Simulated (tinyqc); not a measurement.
# Gated graphene, quantum capacitance: two studies

phi is the Fermi level above the Dirac point, in volts; Vg is counted from the gate voltage of charge neutrality. Ideal linear bands, no charge puddles.

Parameters, values chosen for the exercise; values close to those of graphene:

| symbol | value | unit | meaning |
|---|---|---|---|
| T | 400 | K | temperature |
| eox | 3.9 |  | relative permittivity of the gate insulator (close to silicon dioxide) |
| tox | 1.7 | nm | insulator thickness |
| vF | 9.74e5 | m/s | Fermi velocity |
| Dit | 0 | cm^-2 eV^-1 | density of traps |
| Vg | -0.75 | V | gate voltage |

Constants: q = 1.602176634e-19 C, kB = 1.380649e-23 J/K, hbar = 1.054571817e-34 J s, Vt = kB T/q, eps0 = 8.8541878128e-14 F/cm where lengths are in cm. Results are converted to the units shown.

Each table varies one quantity; the others keep the values above.

## Effect of the gate voltage

N0 = (2/pi)(kB T/(hbar vF))^2; n = N0 F1(phi/Vt), p = N0 F1(-phi/Vt), F1(e) = int_0^infinity u du/(1 + exp(u - e)) = -Li2(-exp(e)); Cq = q d(n - p)/dphi = (q N0/Vt) ln[2 (1 + cosh(phi/Vt))]. Cox = eps0 eox/tox; Vg = phi + q (n - p + Dit phi)/Cox. 1/C_G = 1/Cox + 1/(Cq + q Dit); dphi/dVg = Cox/(Cox + Cq + q Dit).

The same in every row: Cox (uF/cm^2) = 2.031.

Effect of the gate voltage:
```
Vg (V)   phi (V)  n - p (cm^-2)  Cq (uF/cm^2)  C_G (uF/cm^2)  dphi/dVg  n + p (cm^-2)
-0.3     -0.1461      -1.951e12         3.651          1.305    0.3575       1.956e12
-0.09   -0.05404      -4.559e11         1.665         0.9150    0.5495       5.289e11
0.12     0.06994       6.347e11         1.947         0.9941    0.5106       6.816e11
0.33      0.1566       2.198e12         3.905          1.336    0.3422       2.202e12
0.54      0.2201       4.055e12         5.466          1.481    0.2709       4.056e12
0.76      0.2748       6.151e12         6.820          1.565    0.2295       6.151e12
0.97      0.3201       8.239e12         7.944          1.618    0.2036       8.239e12
1.18      0.3608       1.039e13         8.954          1.656    0.1849       1.039e13
1.39      0.3981       1.258e13         9.879          1.685    0.1705       1.258e13
1.6       0.4327       1.480e13         10.74          1.708    0.1591       1.480e13
```

What does the comparison show?

As Vg goes from -0.3 to 1.6, Cq goes from 3.65 through a minimum of 1.67 (at Vg = -0.09 among the rows listed) to 10.7 uF/cm^2, C_G/Cox goes from 0.643 through a minimum of 0.450 (at Vg = -0.09 among the rows listed) to 0.841 and n - p rises from -1.95e12 to 1.48e13 cm^-2. Cq is below Cox for Vg = -0.09, 0.12; there the density of states limits the response dn/dVg more than the insulator does. At neutrality Cq is (q N0/Vt) ln 4 = 1.19 uF/cm^2, and far from it Cq grows as |phi|.

## Effect of the density of traps

Same model as above.

The same in every row: Cox (uF/cm^2) = 2.031.

Effect of the density of traps:
```
Dit (cm^-2 eV^-1)  phi (V)  n - p (cm^-2)  Cq (uF/cm^2)  C_G (uF/cm^2)  dphi/dVg  n + p (cm^-2)
0                  -0.2725      -6.054e12         6.763          1.562    0.2310       6.054e12
1e11               -0.2720      -6.033e12         6.751          1.562    0.2309       6.033e12
3e11               -0.2710      -5.991e12         6.726          1.563    0.2307       5.991e12
7e11               -0.2691      -5.909e12         6.678          1.564    0.2303       5.909e12
2e12               -0.2628      -5.651e12         6.523          1.566    0.2289       5.651e12
4e12               -0.2535      -5.280e12         6.293          1.571    0.2266       5.281e12
1e13               -0.2282      -4.334e12         5.665          1.588    0.2185       4.335e12
3e13               -0.1659      -2.430e12         4.130          1.655    0.1852       2.433e12
```

What does the comparison show?

As Dit goes from 0 to 3e13, Cq falls from 6.76 to 4.13 uF/cm^2, C_G/Cox rises from 0.769 to 0.815 and n - p rises from -6.05e12 to -2.43e12 cm^-2. Cq exceeds Cox in every row, so the insulator is the tighter limit, though Cq still cuts C_G by up to 23 %.

Program tinyqc, `OMP_NUM_THREADS=1 python tinyqc.py 2200142 2200143 out.jsonl`; Intel Xeon 2.30GHz, shared host, one thread, about 0.01 s.
